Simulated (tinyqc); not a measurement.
Absorption edge of a degenerate semiconductor, band filling against gap narrowing: one step of the calculation.

n-type, parabolic bands, full ionisation. eta = (EF - Ec)/kB T solves N = Nc F12(eta), F12(x) = (2/sqrt(pi)) int_0^infinity sqrt(u)/(1 + exp(u - x)) du. The gap shrinks rigidly by dEg = a3 y^(1/3) + a4 y^(1/4) + a2 y^(1/2), y = N/1e18 cm^-3, an empirical law that is here taken as the true narrowing.

Problem. The optical edge. Vertical transitions need an empty final state: the edge is taken where the state lies 4 kB T below EF, E_opt = Eg - dEg + (1 + me/mh) max(eta - 4, 0) kB T; wavelength h c/(q E_opt).

Inputs (values chosen for the exercise); band and dielectric values close to those of indium arsenide: temperature T = 300 K; band gap Eg = 0.35 eV; electron mass me = 0.0229 m0; hole mass mh = 0.406 m0; ionised donor density N = 4e17 cm^-3; coefficient of (N/1e18)^(1/3) a3 = 8.5 meV; coefficient of (N/1e18)^(1/4) a4 = 12.3 meV; coefficient of (N/1e18)^(1/2) a2 = 3.8 meV.

Constants: q = 1.602176634e-19 C, kB = 1.380649e-23 J/K, h = 6.62607015e-34 J s, c = 299792458 m/s, Vt = kB T/q. Results are converted to the units shown.

converged eta = 3.0590930

Find: dEg; EF - Ec; filling shift; E_opt; wavelength.

Solution.

dEg = 18.448 meV
EF - Ec = 79.084 meV
filling shift = 0 meV
E_opt = 0.33155 eV
wavelength = 3739.5 nm

The edge lies 18.4 meV below the undoped gap: narrowing outweighs filling.

Range of the model: Band tails, non-parabolic bands and incomplete ionisation are left out.

Program tinyqc, `OMP_NUM_THREADS=1 python tinyqc.py 2330013 2330014 out.jsonl`; Intel Xeon 2.30GHz, shared host, one thread, about 0.01 s.
